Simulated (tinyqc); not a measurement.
Resistance of a tapered via with liner, size effect and interface: one step of the calculation.

A round via whose diameter grows from db at the bottom as D(z) = db + 2 z/tan(ang). The fill, of diameter D - 2 tl, starts above the bottom liner (thickness fb tl) and has rho = rho0 (1 + ks lam/(D - 2 tl)); the sidewall liner conducts in parallel with it. The bottom liner and the interface are crossed over the full area pi db^2/4. Spreading in the lines above and below is left out.

Problem. Slices of the via. Slices between z0 = fb tl and hv, evaluated at their midpoints: conductance per length pi/4 [(D - 2 tl)^2/rho + (D^2 - (D - 2 tl)^2)/rl], slice resistance = slice height over that. 8 slices.

Parameters, values chosen for the exercise; fill metal close to cobalt: diameter at the bottom db = 8.9 nm; height hv = 35 nm; sidewall angle ang = 88 degrees; bulk resistivity of the fill rho0 = 6.13 uohm cm; mean free path of the fill lam = 11.8 nm; size-effect factor ks = 0.9; liner on the sidewall tl = 1 nm; liner at the bottom over that on the sidewall fb = 0.7; resistivity of the liner rl = 380 uohm cm.

Wanted: z; D; rho; slice resistance.

Solution.

```
slice  z (nm)  D (nm)  rho (uohm cm)  slice resistance (ohm)
0       2.844   9.099          15.30                   16.16
1       7.131   9.398          14.93                   14.54
2       11.42   9.698          14.59                   13.14
3       15.71   9.997          14.27                   11.93
4       19.99   10.30          13.98                   10.87
5       24.28   10.60          13.70                   9.938
6       28.57   10.90          13.45                   9.117
7       32.86   11.19          13.21                   8.389
```

tinyqc, about 0.01 s, one thread, Intel Xeon 2.30GHz (shared host): `OMP_NUM_THREADS=1 python tinyqc.py 2750168 2750169 out.jsonl`
